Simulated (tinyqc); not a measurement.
Shockley-Read-Hall recombination through one deep level: sweeps and comparisons. A value that a table varies takes the place of the one given here.

One level at Et with degeneracy 1: tn = 1/(sn vth Nt), tp = 1/(sp_ vth Nt), n1 = Nc exp((Et - Eg)/kT), p1 = Nv exp(-Et/kT), ni^2 = n1 p1. Equilibrium p0 = Nm, n0 = ni^2/Nm; n = n0 + dn, p = p0 + dn. U = (n p - ni^2)/(tp (n + n1) + tn (p + p1)), lifetime dn/U; emission rates en = sn vth n1, ep = sp_ vth p1.

Constants: kB = 8.617333262e-05 eV/K.

Inputs chosen for the exercise (gap and densities of states near those of SiC at this temperature; the results hold for these values, not for the real material): E1 = 2.158 eV (level (+1/0) above Ev); E2 = 1.917 eV (level (0/-1) above Ev); gm = 2 (degeneracy of the middle state, the others 1); T = 300 K; Eg = 3.225 eV (gap); Nc = 1.8e+19 1/cm^3 (conduction-band density of states); Nv = 3.28e+19 1/cm^3 (valence-band density of states); Nd = -2.6e+13 1/cm^3 (ionised shallow donors minus acceptors); Et = 1.917 eV (recombination level above Ev); Nt = 9.2e+13 1/cm^3 (defects); sn = 2.3e-16 cm^2 (electron capture cross-section); sp_ = 9.9e-16 cm^2 (hole capture cross-section); vth = 22000000 cm/s (thermal velocity, both carriers); Nm = 9.2e+14 1/cm^3 (equilibrium holes for the lifetime steps); dn = 3e+15 1/cm^3 (excess pairs).

## Charge state against the Fermi level (deep level with several charge states)

Energies from Ev. The defect has charge states +1, 0, -1 with weights 1, gm exp((EF - E1)/kT), exp((2 EF - E1 - E2)/kT); the shares are the weights over their sum. Boltzmann carriers: n = Nc exp((EF - Eg)/kT), p = Nv exp(-EF/kT). Neutrality: p - n + Nd + Nt <q> = 0.

Shares:
```
EF (eV)     +1      0     -1     <q>
0.194    1.000  0.000  0.000   1.000
0.451    1.000  0.000  0.000   1.000
0.709    1.000  0.000  0.000   1.000
0.967    1.000  0.000  0.000   1.000
1.225    1.000  0.000  0.000   1.000
1.483    1.000  0.000  0.000   1.000
1.741    1.000  0.000  0.000   1.000
1.999    0.948  0.004  0.048   0.900
2.258    0.000  0.000  1.000  -1.000
2.515    0.000  0.000  1.000  -1.000
2.774    0.000  0.000  1.000  -1.000
3.032    0.000  0.000  1.000  -1.000
```

E2 lies below E1 (negative U = -0.241 eV), so the charge goes from +1 to -1 near (E1 + E2)/2 = 2.038 eV, two electrons at once; the middle state never exceeds a share of 0.00937.

## Defects against doping (deep level with several charge states)

Nt takes the listed multiples of |Nd|; the resistivity uses mobilities of 1000 (electrons) and 300 (holes) cm^2/(V s), chosen for the exercise, and e = 1.602176634e-19 C.

Neutral state:
```
Nt/|Nd|  EF (eV)  n (1/cm^3)  p (1/cm^3)  rho (ohm cm)
0.01      0.3634    1.52e-29    2.57e+13           808
0.10      0.3659    1.68e-29    2.34e+13           889
0.30      0.3724    2.16e-29    1.82e+13      1.14e+03
0.60      0.3869    3.77e-29    1.04e+13      2.00e+03
0.90      0.4227    1.51e-28    2.60e+12      8.00e+03
1.10      1.9976      0.0433    9.07e-15      1.44e+17
1.50      2.0165      0.0897    4.37e-15      6.95e+16
3.00      2.0285       0.143    2.75e-15      4.38e+16
10.00     2.0349       0.183    2.14e-15      3.41e+16
```

EF goes from 0.363 to 2.035 eV and the resistivity from 808 to 3.41e+16 ohm cm, with a largest value of 1.44e+17 (values above about 1e13 are formal: hopping and surfaces conduct more). The largest move of EF, +1.575 eV, comes between Nt/|Nd| = 0.9 and 1.1; the levels lie at 2.158 and 1.917 eV. A defect can take up to one carrier of either sign, so the doping can be cancelled no earlier than Nt = |Nd|, there only if EF lies well beyond the level that takes the carriers and otherwise at larger Nt (mean charge +0.10 in the last row). The type changes along the table.

## Lifetime against injection

Recombination:
```
dn (1/cm^3)  lifetime (microsecond)  U (1/(cm^3 s))
1.0e+11                       2.148        4.66e+16
1.0e+12                       2.149        4.65e+17
1.0e+13                       2.154        4.64e+18
1.0e+14                       2.197        4.55e+19
1.0e+15                       2.408        4.15e+20
1.0e+16                       2.605        3.84e+21
1.0e+17                       2.643        3.78e+22
1.0e+18                       2.647        3.78e+23
```

The lifetime rises from 2.148 to 2.647 microsecond; tn + tp = 2.647. At low injection it is tn (1 + p1/p0) + tp n1/p0 with n1/Nm = 2.1e-18 and p1/Nm = 2.2e-28: re-emission is negligible, so minority capture alone counts. Auger and radiative paths are left out; they cut in at the highest injections, and in a doped direct-gap crystal the radiative one counts at all injections. dn = dp neglects trapped charge, which matters where the traps hold a charge comparable with dn, at low injection and with very unequal cross sections.

## Where a level does most harm

Et takes the values listed; G = Nt en ep/(en + ep) in a depleted region; the lifetime is for dn = 1e11 1/cm^3.

Results:
```
Et (eV)  lifetime (microsecond)  G (1/(cm^3 s))
0.194                      44.3        1.01e-26
0.451                      2.15        2.10e-22
0.709                      2.15        4.53e-18
0.967                      2.15        9.78e-14
1.225                      2.15        2.11e-09
1.483                      2.15        4.56e-05
1.741                      2.15        0.000372
1.999                      2.15        1.72e-08
2.258                      2.15        7.67e-13
2.515                      2.15        3.69e-17
2.774                      2.15        1.65e-21
3.032                      7.74        7.63e-26
```

Generation peaks where en = ep, at Eg/2 + (kT/2) ln(sp_ Nv/(sn Nc)) = 1.639 eV; the largest value listed is at 1.741 eV, and G falls by a decade for each 0.060 eV away from the peak. The lifetime is within a factor 2 of its minimum, 2.15 microsecond, from 0.451 to 2.774 eV: recombination tolerates a wide range of Et, generation a narrow one.

## What moves lifetime and leakage

G = Nt en ep/(en + ep). Each row changes one parameter from the base and keeps the others.

Results:
```
case                  lifetime (microsecond)  G (1/(cm^3 s))
base                                   2.530        4.11e-07
Et = 1.957 eV                          2.530        8.74e-08
sn = 4.6e-16 cm^2                      1.456        4.11e-07
sp_ = 1.98e-15 cm^2                    2.339        8.21e-07
Nt = 4.6e+13 1/cm^3                    5.060        2.05e-07
Nm = 2.76e+15 1/cm^3                   2.408        4.11e-07
dn = 9e+15 1/cm^3                      2.601        4.11e-07
```

The largest shifts from the base row, up to three for each result and ties (the steps differ in size, so this ranks the rows, not the parameters). lifetime (microsecond): Nt +2.53, sn -1.07, sp_ -0.191; unchanged at the printed digits by Et. G (1/(cm^3 s)): sp_ +4.11e-07, Et -3.23e-07, Nt -2.05e-07; unchanged at the printed digits by sn, Nm and dn.

tinyqc: `OMP_NUM_THREADS=1 python tinyqc.py 1651257 1651258 out.jsonl`; about 0.01 s, one thread, shared Intel(R) Xeon(R) Processor @ 2.30GHz.
